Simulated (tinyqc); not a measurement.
Resistance of a tapered via with liner, size effect and interface: one step of the calculation.

A round via whose diameter grows from db at the bottom as D(z) = db + 2 z/tan(ang). The fill, of diameter D - 2 tl, starts above the bottom liner (thickness fb tl) and has rho = rho0 (1 + ks lam/(D - 2 tl)); the sidewall liner conducts in parallel with it. The bottom liner and the interface are crossed over the full area pi db^2/4. Spreading in the lines above and below is left out.

Question. Total resistance. R_fill = sum of the slices; R_bottom = rl fb tl/(pi db^2/4); R_interface = ri/(pi db^2/4); ballistic (Sharvin) limit 1/(Sb pi (db - 2 tl)^2/4); ideal cylinder rho0 hv/(pi db^2/4).

Values chosen for this exercise; fill metal close to ruthenium: diameter at the bottom db = 47 nm; height hv = 90 nm; bulk resistivity of the fill rho0 = 8.03 uohm cm; liner on the sidewall tl = 0.4 nm; liner at the bottom over that on the sidewall fb = 0.7; resistivity of the liner rl = 220 uohm cm; interface resistivity at the bottom ri = 1.1e-12 ohm cm^2; ballistic conductance per area, about 3/(4 rho0 lam) Sb = 1.5e15 S/m^2.

slice resistance, slice 0 to 9 (ohm): 0.50546598  0.49106743  0.47727221  0.46404720  0.45136157  0.43918649  0.42749505  0.41626208  0.40546400  0.39507876

Wanted: parts; R; shares; ballistic limit; ideal cylinder.

Answer.

parts (ohm): fill 4.4727, bottom liner 0.35505, interface 0.063403
R = 4.8912 ohm
shares (%): fill 91.445, bottom liner 7.259, interface 1.296
ballistic limit = 0.39768 ohm
ideal cylinder = 4.1656 ohm

The fill is the largest part, and R is 1.17 times the ideal cylinder. With 2000 slices R = 4.8914 ohm.

tinyqc, about 0.01 s, one thread, Intel Xeon 2.30GHz (shared host): `OMP_NUM_THREADS=1 python tinyqc.py 2750129 2750130 out.jsonl`
